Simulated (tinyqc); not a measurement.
Raising U: Hubbard ring of 5 sites, mean field against exact. Computed by the program tinyqc. Collinear unrestricted mean field (the lowest of 40 random starts) against exact diagonalisation.

one-body matrix (hopping and site energies) (eV):
```
,1,2,3,4,5
1,-0.3700,-1.9200,0.0000,0.0000,-1.9200
2,-1.9200,0.1900,-1.9200,0.0000,0.0000
3,0.0000,-1.9200,0.3300,-1.9200,0.0000
4,0.0000,0.0000,-1.9200,0.5100,-1.9200
5,-1.9200,0.0000,0.0000,-1.9200,0.5100
```

electrons, up and down: 3  1

Exact and mean-field results (eV):
```
U,U/t,E exact,E mean field,mean |n_up - n_down|,"double occupancy, exact",first gap in the sector
0.960,0.500,-8.62026,-8.59783,0.400,0.112,2.540
1.920,1.000,-8.10808,-8.01703,0.400,0.102,2.481
3.840,2.000,-7.22668,-6.85800,0.400,0.082,2.268
7.680,4.000,-5.97389,-4.59916,0.577,0.050,1.768
11.520,6.000,-5.20726,-3.76537,0.738,0.031,1.390
15.360,8.000,-4.72317,-3.39449,0.768,0.020,1.136
23.040,12.000,-4.17153,-3.03778,0.787,0.010,0.840
38.400,20.000,-3.69054,-2.75849,0.795,3.86e-03,0.581
```

Estimate the missing row, U = 5.76.

Computed row:
```
U        U/t   E exact  E mean field  mean |n_up - n_down|  double occupancy, exact  first gap in the sector
5.760  3.000  -6.52414      -5.70174                 0.400                    0.065                    2.010
```

In absolute terms mean field is worst at U/t = 6.0, 1.442 eV too high: at small U it is nearly exact, and at large U it still misses the motion of the hole through a fluctuating spin background. Relative to the exact energy its error is 0.3 % at the smallest U, 28 % at most and 25 % at the largest. The double occupancy falls from 0.112 to 0.004.
